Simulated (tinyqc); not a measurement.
Static screening by free carriers: one step. Lindhard function at one q. Five cases, with inputs chosen for the exercise.

Problem. Compare with Thomas-Fermi, 1 + (qTF/q)^2.

Lindhard at zero temperature: eps(q)/eps = 1 + (qTF/q)^2 L(x), x = q/(2 kF), L(x) = 1/2 + ((1 - x^2)/(4x)) ln|(1 + x)/(1 - x)|.

Case 1.

Values chosen (out of a larger set: a free-electron density near that of Na; not measured data): q = 2.5 1/angstrom (wave vector).

kF = 0.9258030 1/angstrom
qTF = 1.492498 1/angstrom

Case 2.

Values chosen (out of a larger set: near those of InP; not measured data): q = 0.0671 1/angstrom (wave vector).

kF = 0.02471707 1/angstrom
qTF = 0.01900022 1/angstrom

Case 3.

Values chosen (out of a larger set: a free-electron density near that of Al; not measured data): q = 5.1 1/angstrom (wave vector).

kF = 1.733716 1/angstrom
qTF = 2.042412 1/angstrom

Case 4.

Values chosen (out of a larger set: a free-electron density near that of Ag; not measured data): q = 2.76 1/angstrom (wave vector).

kF = 1.192683 1/angstrom
qTF = 1.694014 1/angstrom

Case 5.

Values chosen (out of a larger set: a free-electron density near that of Cu; not measured data): q = 4.71 1/angstrom (wave vector).

kF = 1.360233 1/angstrom
qTF = 1.809094 1/angstrom

Give: x; L(x); eps(q)/eps, Lindhard; eps(q)/eps, Thomas-Fermi.

Solution.

Case 1.

x = 1.3502
L(x) = 0.2099
eps(q)/eps, Lindhard = 1.075
eps(q)/eps, Thomas-Fermi = 1.356

The carriers respond with 21 % of their long-wave strength at this q, beyond 2 kF, where no pair of states on the Fermi surface is joined by q.

Case 2.

x = 1.3574
L(x) = 0.2073
eps(q)/eps, Lindhard = 1.017
eps(q)/eps, Thomas-Fermi = 1.080

The carriers respond with 21 % of their long-wave strength at this q, beyond 2 kF, where no pair of states on the Fermi surface is joined by q.

Case 3.

x = 1.4708
L(x) = 0.1722
eps(q)/eps, Lindhard = 1.028
eps(q)/eps, Thomas-Fermi = 1.160

The carriers respond with 17 % of their long-wave strength at this q, beyond 2 kF, where no pair of states on the Fermi surface is joined by q.

Case 4.

x = 1.1571
L(x) = 0.3082
eps(q)/eps, Lindhard = 1.116
eps(q)/eps, Thomas-Fermi = 1.377

The carriers respond with 31 % of their long-wave strength at this q, beyond 2 kF, where no pair of states on the Fermi surface is joined by q.

Case 5.

x = 1.7313
L(x) = 0.1199
eps(q)/eps, Lindhard = 1.018
eps(q)/eps, Thomas-Fermi = 1.148

The carriers respond with 12 % of their long-wave strength at this q, beyond 2 kF, where no pair of states on the Fermi surface is joined by q.

Computed by tinyqc, one run a case: `OMP_NUM_THREADS=1 python tinyqc.py N N+1 out.jsonl` with N = 1650604, 1650778, 1650877, 1650885, 1650930; one thread of a shared Intel(R) Xeon(R) Processor @ 2.30GHz, about 0.01 s a run at most.
